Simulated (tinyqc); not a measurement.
Front-illuminated p-i-n photodiode, quantum efficiency and bandwidth: two steps of the calculation.

Light enters through a p layer (0 to xp), a depleted layer (xp to xp + wi) and a thick n substrate, decaying as exp(-al x); one pass, no back reflection. Carriers made in the depleted layer are all collected; those in the neutral layers diffuse.

Values chosen for this exercise; values close to those of silicon at this wavelength: wavelength lam = 850 nm; absorption coefficient al = 528 1/cm; reflectance of the front face Rf = 0.05; relative permittivity eps_r = 12; thickness of the front p layer xp = 0.087 um; thickness of the depleted layer wi = 36 um; electron diffusion coefficient in the p layer Dn = 4.1 cm^2/s; electron diffusion length in the p layer Ln = 1.9 um; recombination velocity of the front surface S = 4e5 cm/s; hole diffusion length in the thick n substrate Lp = 2.4 um; electron drift velocity ve = 9.56e6 cm/s; hole drift velocity vh = 6.79e6 cm/s; diameter dia = 28 um; load resistance RL = 50 ohm; parasitic capacitance Cp = 50 fF; modulation frequency f = 0.95 GHz.

Constants: q = 1.602176634e-19 C, h = 6.62607015e-34 J s, c = 299792458 m/s, eps0 = 8.8541878128e-14 F/cm where lengths are in cm. Results are converted to the units shown.

Question 1. Quantum efficiency. k = al Ln, s = S Ln/Dn, e = exp(-al xp); front layer f1 = (k/(k^2 - 1)) {[s + k - e (s cosh(xp/Ln) + sinh(xp/Ln))]/[s sinh(xp/Ln) + cosh(xp/Ln)] - k e}; depleted layer f2 = e (1 - exp(-al wi)); substrate f3 = e exp(-al wi) al Lp/(1 + al Lp); external efficiency (1 - Rf)(f1 + f2 + f3); responsivity = efficiency q lam/(h c).

Find: s; f1; f2; f3; external efficiency; responsivity.

Answer 1.

s = 18.537
f1 = 0.0035287
f2 = 0.84665
f3 = 0.016731
external efficiency = 0.82357
responsivity = 0.56461 A/W

The front layer absorbs 0.458 % of the light that enters and collects 77.0 % of that. Diffusion from the neutral layers makes up 2.34 % of the current.

Question 2. Response at one frequency. Drift response for pairs made in the depleted layer, a = al wi, g = 1 - exp(-a), u = 2 pi i f, te = wi/ve, th = wi/vh: electrons He = [g - a (exp(-a) - exp(-u te))/(u te - a)]/(u te g), holes Hh = [g - a (1 - exp(-a - u th))/(a + u th)]/(u th g); C = eps0 eps_r pi (dia/2)^2/wi + Cp; total |He + Hh|/sqrt(1 + (2 pi f RL C)^2), for the current of the depleted layer alone.

Wanted: te; th; He; Hh; |He + Hh|; C; total response.

Answer 2.

te = 376.57 ps
th = 530.19 ps
He = 0.37009-0.41307i
Hh = 0.18882-0.20335i
|He + Hh| = 0.83208
C = 51.817 fF
total response = 0.83198

The drift response alone falls to 1/sqrt(2) at 1.30 GHz and the RC term alone at 61.4 GHz; together they give 1.30 GHz for this part of the current; the diffusion currents, left out, respond on their own time scales.

tinyqc, about 0.01 s, one thread, Intel Xeon 2.30GHz (shared host): `OMP_NUM_THREADS=1 python tinyqc.py 2250124 2250125 out.jsonl`
